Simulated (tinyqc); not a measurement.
Inside a calculation. Method: CCSD on RHF in the 3-21g basis, for He, spin multiplicity 1. One step of it, computed by the program tinyqc.

Task: Iteration 1: diagonalisation and new density. Diagonalise F' = X^T F X, C = X C', fill 1 alpha and 1 beta electrons from the bottom; D = 2 C_occ C_occ^T. Each column has its largest component positive (the first on a tie).

Fock matrix F (hartree):
```
           1He 1s     1He 2s
1He 1s   0.002142  -1.057555
1He 2s  -1.057555  -0.380817
```

X:
```
                1         2
1He 1s   1.111407  0.559855
1He 2s  -1.111407  0.559855
```

Give: F' = X^T F X; orbital energies; coefficients C; D after iteration 1.

Result:

F' = X^T F X (hartree):
```
        1        2
1  2.1449   0.2383
2  0.2383  -0.7816
```

orbital energies (hartree): MO1 -0.8009, MO2 2.1642

coefficients C:
```
           MO1      MO2
1He 1s  0.4684   1.1529
1He 2s  0.6476  -1.0626
```

D after iteration 1:
```
        1He 1s  1He 2s
1He 1s  0.4388  0.6067
1He 2s  0.6067  0.8389
```
